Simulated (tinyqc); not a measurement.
p-n heterojunction, non-linear Poisson equation by Newton steps, Fermi-Dirac statistics: two steps of the calculation.

One dimension, material 1 (p-type) at x < 0 and material 2 (n-type) at x > 0. Band edges: Ec = -psi in material 1 and -psi + dEc in material 2, Ev = Ec - Eg. Flat quasi-Fermi levels: 0 for holes, +V for electrons. n = Nc F((EFn - Ec)/Vt), p = Nv F((Ev - EFp)/Vt), with F(eta) = F_1/2(eta) = (2/sqrt(pi)) int_0^infinity sqrt(u) du/(1 + exp(u - eta)) (Fermi-Dirac statistics); full ionisation, no interface charge, classical densities; the doping types are chosen for the exercise.

Parameters, values chosen for the exercise; band and dielectric values those of a made-up pair:
- T = 250 K (temperature)
- Eg1 = 1.22 eV (band gap of material 1)
- Nc1 = 3.7e17 cm^-3 (conduction-band density of states of material 1)
- Nv1 = 6.41e18 cm^-3 (valence-band density of states of material 1)
- Eg2 = 0.69 eV (band gap of material 2)
- Nc2 = 7.91e18 cm^-3 (conduction-band density of states of material 2)
- Nv2 = 4.94e18 cm^-3 (valence-band density of states of material 2)
- dEc = -0.29 eV (conduction-band offset Ec2 - Ec1)
- N1 = 1.9e18 cm^-3 (acceptor density of material 1)
- N2 = 3e18 cm^-3 (donor density of material 2)
- V = 0 V (bias of side 1 against side 2)

Constants: q = 1.602176634e-19 C, kB = 1.380649e-23 J/K, Vt = kB T/q. Results are converted to the units shown.

Question 1. Newton step. Solve the tridiagonal system a_(i-1) d_(i-1) + b_i d_i + a_i d_(i+1) = -F_i for nodes 1 to 9, with d = 0 on fixed nodes. Each component d is damped to sign(d) Vt ln(1 + |d|/Vt) before it is added.

coupling a_i, interval 0 to 9 (F/cm^2): 5.1950592e-7  7.8325508e-7  1.1937064e-6  1.8118000e-6  3.1333374e-6  2.9907479e-6  2.4694249e-6  2.0087113e-6  1.6615266e-6  1.3594309e-6

```
node  diagonal b (F/cm^2)  residual F (C/cm^2)
1           -1.3716428e-6        -4.5143580e-7
2           -1.9770308e-6        -3.0925607e-7
3           -3.0055068e-6        -6.8590617e-8
4           -4.9451374e-6        -2.2250525e-7
5           -6.1240951e-6         1.6954426e-7
6           -5.4603229e-6         2.2407149e-7
7           -4.4812975e-6         2.8174186e-7
8           -3.7709226e-6         3.4098241e-7
9           -7.2481794e-6         2.5796170e-7
```

psi after iteration 1, node 0 to 10 (V): -1.1960516  -1.0686012  -0.9288189  -0.8216496  -0.6700265  -0.6080918  -0.5524071  -0.4910613  -0.4207166  -0.3432143  -0.3080130

Give: Newton step d, before damping; psi after iteration 2.

Answer 1.

Newton step d, before damping, node 1 to 9 (V): -0.70066  -0.65064  -0.35879  -0.12864  0.07545  0.23258  0.33216  0.31484  0.10776
psi after iteration 2, node 0 to 10 (V): -1.1961  -1.1443  -1.0029  -0.8835  -0.7119  -0.5757  -0.4992  -0.4308  -0.3615  -0.3046  -0.3080

Question 2. Band edges, densities and displacement. Ec, Ev, n and p as defined; D = a_k (psi_(k+1) - psi_k) on the interval that holds the interface.

```
node  x (nm)  converged psi (V)  material
0      -48.6         -1.1960516         1
1        -29         -1.1951248         1
2        -16         -1.1702537         1
3      -7.47         -0.9683546         1
4      -1.85         -0.7164644         1
5       1.85         -0.5255398         2
6       6.35         -0.3914018         2
7       11.8         -0.3234810         2
8       18.5         -0.3097728         2
9       26.6         -0.3081542         2
10      36.5         -0.3080130         2
```

coupling a_i, interval 0 to 9 (F/cm^2): 5.1950592e-7  7.8325508e-7  1.1937064e-6  1.8118000e-6  3.1333374e-6  2.9907479e-6  2.4694249e-6  2.0087113e-6  1.6615266e-6  1.3594309e-6

Wanted: Ec; Ev; n; p; D.

Answer 2.

```
node  Ec (eV)  Ev (eV)  n (cm^-3)  p (cm^-3)
0       1.196  -0.0239   2.863e-7   1.900e18
1       1.195  -0.0249   2.989e-7   1.827e18
2       1.170  -0.0497   9.483e-7   6.156e17
3       0.968  -0.2516    0.01114   5.419e13
4       0.716  -0.5035       1333    4.529e8
5       0.236  -0.4545   1.412e14    3.406e9
6       0.101  -0.5886   7.122e16    6.731e6
7       0.033  -0.6565   1.560e18    2.877e5
8       0.020  -0.6702   2.790e18    1.522e5
9       0.018  -0.6718   2.983e18    1.412e5
10      0.018  -0.6720   3.000e18    1.403e5
```

D = 598.2 nC/cm^2

tinyqc, about 0.2 s, one thread, Intel Xeon 2.30GHz (shared host): `OMP_NUM_THREADS=1 python tinyqc.py 2040134 2040135 out.jsonl`
